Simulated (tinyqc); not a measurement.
Inside a calculation. Method: CIS on RHF in the sto-3g basis, frozen core, for BeH2, spin multiplicity 1. One step of it, computed by the program tinyqc.

Problem. CIS matrix, triplets. A(ia,jb) = (e_a - e_i) d_ij d_ab - (ij|ab).

orbital energies (hartree): MO1 -4.520259, MO2 -0.455328, MO3 -0.418497, MO4 0.212137, MO5 0.212137, MO6 0.454966, MO7 0.927854

Two-electron integrals over orbitals (pq|rs), unique and non-zero (hartree); the lowest 1 orbital is frozen and left out:
```
(22|22) 0.399886    (32|22) 0.022197    (32|32) 0.161541    (33|22) 0.407647
(33|32) -0.018479   (33|33) 0.435710    (42|42) 0.049154    (43|42) -0.002050
(43|43) 0.014640    (44|22) 0.368260    (44|32) 0.000122    (44|33) 0.355213
(44|44) 0.449859    (52|52) 0.049154    (53|52) -0.002050   (53|53) 0.014640
(54|54) 0.024249    (55|22) 0.368260    (55|32) 0.000122    (55|33) 0.355213
(55|44) 0.401360    (55|55) 0.449859    (62|22) -0.024712   (62|32) -0.006644
(62|33) -0.046260   (62|44) 0.053090    (62|55) 0.053090    (62|62) 0.077746
(63|22) -0.010940   (63|32) -0.093443   (63|33) 0.014629    (63|44) -0.005194
(63|55) -0.005194   (63|62) -0.001999   (63|63) 0.083867    (64|42) 0.047264
(64|43) -0.003196   (64|64) 0.050831    (65|52) 0.047264    (65|53) -0.003196
(65|65) 0.050831    (66|22) 0.395200    (66|32) -0.003252   (66|33) 0.407168
(66|44) 0.366518    (66|55) 0.366518    (66|62) -0.034102   (66|63) 0.005073
(66|66) 0.410773    (72|22) -0.006936   (72|32) -0.043704   (72|33) 0.002768
(72|44) 0.003941    (72|55) 0.003941    (72|62) 0.008697    (72|63) 0.060680
(72|66) -0.001018   (72|72) 0.056960    (73|22) -0.005196   (73|32) -0.000093
(73|33) -0.020621   (73|44) 0.059881    (73|55) 0.059881    (73|62) 0.072788
(73|63) -0.008604   (73|66) -0.025800   (73|72) 0.003484    (73|73) 0.082380
(74|42) 0.001758    (74|43) 0.013657    (74|64) 0.000640    (74|74) 0.016590
(75|52) 0.001758    (75|53) 0.013657    (75|65) 0.000640    (75|75) 0.016590
(76|22) 0.018063    (76|32) 0.141436    (76|33) -0.018203   (76|44) 0.000226
(76|55) 0.000226    (76|62) -0.005179   (76|63) -0.094870   (76|66) -0.004389
(76|72) -0.055169   (76|73) 0.001220    (76|76) 0.140335    (77|22) 0.427131
(77|32) 0.006086    (77|33) 0.444367    (77|44) 0.390346    (77|55) 0.390346
(77|62) -0.035511   (77|63) -0.001497   (77|66) 0.434277    (77|72) -0.004137
(77|73) -0.009794   (77|76) 0.003920    (77|77) 0.486867
```

Give: CIS matrix A, triplet.

Solution.

CIS matrix A, triplet (hartree), lower triangle:
```
       2>4    2>5     2>6     2>7    3>4    3>5    3>6    3>7
2>4  0.299
2>5  0.000  0.299
2>6  0.000  0.000   0.515
2>7  0.000  0.000  -0.018   0.956
3>4  0.000  0.000   0.000   0.000  0.275
3>5  0.000  0.000   0.000   0.000  0.000  0.275
3>6  0.000  0.000   0.003  -0.141  0.000  0.000  0.466
3>7  0.000  0.000  -0.141  -0.006  0.000  0.000  0.018  0.902
```
